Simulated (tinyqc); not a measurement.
What moves the results: round or elliptic silicon nanowire with anisotropic valleys (Ritz method). A value that a table varies takes the place of the one given here.

Wire along x = [100] on a (001) wafer, y = [010], z = [001]. Valley groups, two valleys each (w = inverse masses): A, axis along z: w_y = 1/mt, w_z = 1/ml, m_x = mt; B, axis along y: w_y = 1/ml, w_z = 1/mt, m_x = mt; C, axis along x: w_y = w_z = 1/mt, m_x = ml.

Hard wall on the ellipse (y/a)^2 + (z/b)^2 = 1, c = hbar^2/2m0. With u = y/a, v = z/b the operator is -c [(w_y/a^2) d2/du2 + (w_z/b^2) d2/dv2] on the unit disc. Basis (1 - u^2 - v^2) u^i v^j; S, X and Y are the disc integrals of f f', (df/du)(df'/du) and (df/dv)(df'/dv), from the integral of u^p v^q = 2 Gamma((p+1)/2) Gamma((q+1)/2)/((p + q + 2) Gamma((p+q+2)/2)) for even p, q; H = c (w_y X/a^2 + w_z Y/b^2).

Converged values use 21 functions of each parity class (e or o in u, then in v).

Constants: hbar^2/2m0 = 3.80998211 eV angstrom^2.

Parameters, chosen for this exercise (near those of a Si nanowire; not measured data):
- ml = 0.928 m0 (longitudinal mass)
- mt = 0.189 m0 (transverse mass)
- a = 36 angstrom (semi-axis along y)
- b = 40 angstrom (semi-axis along z)
- asp = (0.4, 0.6, 0.8, 1, 1.3, 1.8, 2.5) (ratios a/b)
- area = 45.2 nm^2 (cross-section, kept fixed)
- hw = 1 (height over mean width)

## Size of the basis

Lowest level of each group with 1, 3, 6 and 21 even functions.

Levels (meV):

| functions | A | B | C |
|---|---|---|---|
| 1 | 54.36 | 47.30 | 84.46 |
| 3 | 51.30 | 45.03 | 81.40 |
| 6 | 51.23 | 44.99 | 81.38 |
| 21 | 51.23 | 44.99 | 81.38 |

What does this show?

One function errs by 6.1 % for A, 5.1 % for B and 3.8 % for C, six by 0.00061, 0.00014 and 1.5e-05 meV. The error grows with the axis ratio of the stretched ellipse (2.46, 1.99, 1.11); for a circle it is 6/5.783 - 1 = 3.7 %.

## Flattening the wire at fixed area

a = sqrt(area x ratio/pi), b = a/ratio, 1 nm^2 = 100 angstrom^2; lowest level of each group.

Levels (eV):

| a/b | a (angstrom) | b (angstrom) | A | B | C |
|---|---|---|---|---|---|
| 0.4 | 24.0 | 60.0 | 0.0974 | 0.0368 | 0.1148 |
| 0.6 | 29.4 | 49.0 | 0.0692 | 0.0380 | 0.0912 |
| 0.8 | 33.9 | 42.4 | 0.0556 | 0.0423 | 0.0829 |
| 1.0 | 37.9 | 37.9 | 0.0479 | 0.0479 | 0.0810 |
| 1.3 | 43.2 | 33.3 | 0.0416 | 0.0572 | 0.0837 |
| 1.8 | 50.9 | 28.3 | 0.0373 | 0.0737 | 0.0945 |
| 2.5 | 60.0 | 24.0 | 0.0368 | 0.0974 | 0.1148 |

What can be read from the table?

Each group is lowest where its stretched ellipse is a circle, at a/b = sqrt(w_y/w_z): 2.22 for A, 0.45 for B and 1.00 for C. The lowest group is B in the first row and A in the last, A and B crossing at a/b = 1 by symmetry; B - A is -61 meV in the first row and +61 meV in the last.

## Shape of the cross-section

Equal area, hard walls, lowest level of -c (w_y d2/dy2 + w_z d2/dz2), c = hbar^2/2m0. Rectangle W x H with H/W = hw; ellipse with b/a = hw; trapezoid of height H, base W/0.8 and top 0.6 of the base; isosceles triangle of height H and base 2W. Ellipse, trapezoid and triangle by converged Ritz bases; 1 nm^2 = 100 angstrom^2.

Levels:

| shape | A (eV) | B (eV) | B - A (meV) |
|---|---|---|---|
| rectangle | 0.0530 | 0.0530 | 0.0 |
| ellipse | 0.0479 | 0.0479 | 0.0 |
| trapezoid | 0.0521 | 0.0539 | 1.8 |
| triangle | 0.0466 | 0.0721 | 25.6 |

W = 67.2 angstrom
H = 67.2 angstrom

What does this show, and why?

For group A the order is triangle, ellipse, trapezoid, rectangle, spanning 14 %. For group B the order is ellipse, rectangle, trapezoid, triangle, spanning 51 %. The ellipse lies below the rectangle for both groups, since corners hold little of the wave function. The triangle is lowest for A, whose light mass lies across the width and gains from the wide base. The spacing B - A of the valley groups runs from 0 to 26 meV.

## What each parameter does

Lowest level of groups A and B. Each row changes one parameter from the base and keeps the others.

Results:

| case | A (eV) | B (eV) | B - A (meV) |
|---|---|---|---|
| base | 0.0512 | 0.0450 | -6.2 |
| a = 39 angstrom | 0.0449 | 0.0435 | -1.4 |
| b = 43 angstrom | 0.0501 | 0.0403 | -9.8 |
| ml = 1.039 m0 | 0.0503 | 0.0439 | -6.4 |
| mt = 0.17 m0 | 0.0560 | 0.0489 | -7.1 |

What can be read from the table?

The largest shifts from the base row, up to three for each result and ties (the steps differ in size, so this ranks the rows, not the parameters). A (eV): a -0.0063, mt +0.0048, b -0.0012. B (eV): b -0.0047, mt +0.0039, a -0.0015. B - A (meV): a +4.9, b -3.6, mt -0.8.

Computed by tinyqc, a small Python program: `OMP_NUM_THREADS=1 python tinyqc.py 1250864 1250865 out.jsonl` (the numbers bound the seed that draws the inputs); one thread of a shared host (Intel(R) Xeon(R) Processor @ 2.30GHz), about 0.09 s for the whole set of steps.
